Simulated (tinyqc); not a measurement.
MOS capacitor with interface traps: C-V stretch-out, conductance peak and subthreshold swing: one step, computed by the program tinyqc. Command: `OMP_NUM_THREADS=1 python tinyqc.py 3017605 3017606 out.jsonl mostraps walk`. One thread of a shared host (Intel(R) Xeon(R) Processor @ 2.30GHz), about 0.01 s of CPU time with the checks.

Energies at the interface are counted from the valence band. psi > 0 means bending towards depletion, so the surface potential is -psi. Boltzmann statistics, full ionisation, no quantum confinement. Traps are neutral when filled up to E_n, with a sharp (zero-temperature) occupation.

Task: Substrate and insulator. N_c = 2 M_c (2 pi m_e k_B T/h^2)^(3/2) and N_v = 2 (2 pi m_h k_B T/h^2)^(3/2), masses in units of m_0. n_i = sqrt(N_c N_v) exp(-E_g/2 k_B T); E_F = E_g - k_B T ln(N_c/N); phi_B = (k_B T/e) ln(N/n_i); L_D = sqrt(eps_s eps_0 k_B T/(e^2 N)); C_ox = eps_ox eps_0/t_ox.

Inputs (values chosen for the exercise, modelled on germanium, with an insulator like Si3N4):
```
quantity,value,unit
gap E_g,0.662,eV
electron mass m_e,0.222,m_0
valleys M_c,4,-
hole mass m_h,0.336,m_0
dielectric constant eps_s,15.8,-
doping N,1.3e+16,cm^-3
insulator constant eps_ox,7.29,-
insulator thickness t_ox,23,nm
temperature T,300,K
```

Substrate: n-type. Trap spectrum: flat.

Constants: m_0 = 9.1093837015e-31 kg; k_B = 1.380649e-23 J/K; h = 6.62607015e-34 J s; k_B = 8.617333262e-05 eV/K; eps_0 = 8.8541878128e-12 F/m; e = 1.602176634e-19 C.

Give: k_B T; n_i; bulk E_F; phi_B; Debye length L_D; C_ox; effective density of states of the majority band.

Result:

k_B T = 0.02585 eV

n_i = 1.970e+13 cm^-3

bulk E_F = 0.4889 eV

phi_B = 0.1678 V

Debye length L_D = 41.67 nm

C_ox = 0.2806 microF/cm^2

effective density of states of the majority band = 1.050e+19 cm^-3
